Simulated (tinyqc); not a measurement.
From results back to parameters: five-level k.p model folded onto the conduction band. Five cases, with inputs chosen for the exercise.

Problem. The levels are known; the mass and the g factor at E = Eg are given. Find Ep and Ep2.

Second-order sums for the lowest conduction level at E: 1/m = 1 + Cm + (Ep/3)(2/E + 1/(E + Dso)) - (Ep2/3)(2/(E7 + D2 - E) + 1/(E7 - E)); g/2 = 1 + Cg - (Ep/3)(1/E - 1/(E + Dso)) - (Ep2/3)(1/(E7 - E) - 1/(E7 + D2 - E)). E is counted from the top of the valence band; E = Eg at the edge.

Find: coefficients of (Ep, Ep2); right-hand sides 1/m - 1 - Cm and 1 + Cg - g/2; Ep, Ep2.

Method. Both sums are linear in Ep and Ep2, so two equations fix them.

Case 1.

Values chosen (near those of ZnSe; not measured data): Eg = 2.845 eV (gap at Gamma to the s-like level); Dso = 0.397 eV (spin-orbit splitting); E7 = 7.31 eV (upper Gamma7 conduction level, from the valence top); D2 = 0.09 eV (its spin-orbit splitting, Gamma8 above Gamma7); Cm = -2.3 (remote term in 1/m); Cg = -0.02 (remote term in g/2).

m = 0.15891821 m0
g = 1.274622

Solution.

coefficients of (Ep, Ep2) (1/eV):
```
         1         2
1  0.33715  -0.22101
2  0.01435   0.00148
```

right-hand sides 1/m - 1 - Cm and 1 + Cg - g/2: 7.5925  0.3427

Ep, Ep2 (eV): 23.70  1.80

Case 2.

Values chosen (near those of CdTe; not measured data): Eg = 1.576 eV (gap at Gamma to the s-like level); Dso = 0.902 eV (spin-orbit splitting); E7 = 5.44 eV (upper Gamma7 conduction level, from the valence top); D2 = 0.3 eV (its spin-orbit splitting, Gamma8 above Gamma7); Cm = -1.4 (remote term in 1/m); Cg = 0 (remote term in g/2).

m = 0.10078569 m0
g = -0.939249

Solution.

coefficients of (Ep, Ep2) (1/eV):
```
         1         2
1  0.55753  -0.24637
2  0.07699   0.00622
```

right-hand sides 1/m - 1 - Cm and 1 + Cg - g/2: 10.3220  1.4696

Ep, Ep2 (eV): 19.00  1.10

Case 3.

Values chosen (near those of ZnSe; not measured data): Eg = 2.813 eV (gap at Gamma to the s-like level); Dso = 0.403 eV (spin-orbit splitting); E7 = 7.34 eV (upper Gamma7 conduction level, from the valence top); D2 = 0.11 eV (its spin-orbit splitting, Gamma8 above Gamma7); Cm = -2.8 (remote term in 1/m); Cg = -0.02 (remote term in g/2).

m = 0.16379642 m0
g = 1.239386

Solution.

coefficients of (Ep, Ep2) (1/eV):
```
         1         2
1  0.34064  -0.21740
2  0.01485   0.00175
```

right-hand sides 1/m - 1 - Cm and 1 + Cg - g/2: 7.9051  0.3603

Ep, Ep2 (eV): 24.10  1.40

Case 4.

Values chosen (near those of GaAs; not measured data): Eg = 1.495 eV (gap at Gamma to the s-like level); Dso = 0.341 eV (spin-orbit splitting); E7 = 4.37 eV (upper Gamma7 conduction level, from the valence top); D2 = 0.16 eV (its spin-orbit splitting, Gamma8 above Gamma7); Cm = -1.4 (remote term in 1/m); Cg = 0 (remote term in g/2).

m = 0.06836381 m0
g = -0.147429

Solution.

coefficients of (Ep, Ep2) (1/eV):
```
         1         2
1  0.62748  -0.33560
2  0.04141   0.00611
```

right-hand sides 1/m - 1 - Cm and 1 + Cg - g/2: 15.0276  1.0737

Ep, Ep2 (eV): 25.50  2.90

Case 5.

Values chosen (near those of InSb; not measured data): Eg = 0.233 eV (gap at Gamma to the s-like level); Dso = 0.817 eV (spin-orbit splitting); E7 = 3.12 eV (upper Gamma7 conduction level, from the valence top); D2 = 0.34 eV (its spin-orbit splitting, Gamma8 above Gamma7); Cm = -2.1 (remote term in 1/m); Cg = -0.02 (remote term in g/2).

m = 0.01398404 m0
g = -50.269462

Solution.

coefficients of (Ep, Ep2) (1/eV):
```
         1         2
1  3.17869  -0.32205
2  1.11315   0.01216
```

right-hand sides 1/m - 1 - Cm and 1 + Cg - g/2: 72.6101  26.1147

Ep, Ep2 (eV): 23.40  5.50

Computed by tinyqc, one run a case: `OMP_NUM_THREADS=1 python tinyqc.py N N+1 out.jsonl` with N = 1050976, 1050994, 1051005, 1051033, 1051042; one thread of a shared Intel(R) Xeon(R) Processor @ 2.30GHz, about 0.01 s a run at most.
